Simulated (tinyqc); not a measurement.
Energy and delay of logic against supply voltage: one step of the calculation.

One expression serves below and above threshold: I(Vg) = Ik [ln(1 + exp((Vg - VT + dd V)/(al nf Vt)))]^al, with I_on = I(V) and I_off = I(0). Gate delay td = kd C V/I_on, clock period LD td. Per gate and cycle the switching energy is act C V^2 and the leakage energy I_off V LD td. No short-circuit current, no variation. Minima are sought above 0.09 V; below a few Vt gates no longer switch and the model has no meaning.

Question. Currents, delay and energies. I_on, I_off, td, clock frequency 1/(LD td), both energies and their sum.

Values chosen for this exercise; values of the order met in logic technologies:

| symbol | value | unit | meaning |
|---|---|---|---|
| T | 250 | K | temperature |
| VT | 0.42 | V | threshold voltage at zero drain bias |
| nf | 1.15 |  | slope factor |
| dd | 0.07 |  | barrier lowering per volt of supply |
| Ik | 0.5 | uA | specific current of a gate |
| al | 1.78 |  | exponent of the current law |
| C | 1.6 | fF | load capacitance of a gate |
| kd | 1.2 |  | delay factor |
| LD | 16 |  | logic depth |
| act | 0.02 |  | activity factor |
| V | 0.98 | V | supply voltage |

Constants: q = 1.602176634e-19 C, kB = 1.380649e-23 J/K, Vt = kB T/q. Results are converted to the units shown.

Give: I_on; I_off; td; clock frequency; switching energy; leakage energy; energy.

Answer.

I_on = 56.62 uA
I_off = 3.459e-4 nA
td = 33.23 ps
clock frequency = 1.881 GHz
switching energy = 30.73 aJ
leakage energy = 1.802e-4 aJ
energy = 30.73 aJ

I_on/I_off = 1.64e8; leakage makes up 5.86e-4 % of the energy.

Numbers from tinyqc (`OMP_NUM_THREADS=1 python tinyqc.py 2082159 2082160 out.jsonl`; about 0.01 s on one thread of a shared Intel Xeon 2.30GHz).
